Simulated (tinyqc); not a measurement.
Width of the well: exciton in a hard-walled quantum well (variational).

Electron and hole in the lowest states cos(pi z/L) of a hard-walled well; relative motion in the plane exp(-rho/lam). E(lam) = c/(mu lam^2) - (q/eps) <1/r>, <1/r> = integral over k from 0 to infinity of F(kL) (1 + (k lam/2)^2)^(-3/2), F(x) = [3x + 8 pi^2/x - 32 pi^4 (1 - exp(-x))/(x^2 (x^2 + 4 pi^2))]/(x^2 + 4 pi^2); c = hbar^2/2m0, q = e^2/(4 pi eps0). E is counted from the subband edge.

Constants: hbar^2/2m0 = 3.80998211 eV angstrom^2; e^2/(4 pi eps0) = 14.39964547 eV angstrom.

Values chosen for the exercise (out of a larger set: near those of InP; not measured data): eps = 12.7 (dielectric constant); Ls = (18, 24, 67, 120, 217, 319, 529) angstrom (widths).

mu = 0.060145 m0
Ry* = 5.0736 meV
a* = 111.739 angstrom

The minimum for each width. The strength per area goes as |phi(0)|^2 = 2/(pi lam^2), listed relative to the strict two-dimensional value.

Results:
```
L (angstrom)  L/a*  lam (angstrom)  binding (meV)  in Ry*  strength
18            0.16            66.8          16.74   3.299     0.700
24            0.21            69.6          15.96   3.145     0.644
67            0.60            85.5          12.46   2.456     0.427
120           1.07           100.1          10.20   2.011     0.311
217           1.94           120.9           7.96   1.569     0.214
319           2.85           138.5           6.62   1.305     0.163
529           4.73           167.9           5.06   0.998     0.111
```

The binding falls from 3.30 to 1.00 Ry*. It drops below the bulk value Ry* between 319 and 529 angstrom, which is a failure of the trial function: it has no correlation along z, so it cannot reach the bulk limit. Even at L = 0.16 a* only 82 % of the two-dimensional limit is reached. With finite barriers the binding would peak at some width and fall again as the carriers leak out.

tinyqc: `OMP_NUM_THREADS=1 python tinyqc.py 1281051 1281052 out.jsonl`; about 0.01 s, one thread, shared Intel(R) Xeon(R) Processor @ 2.30GHz.
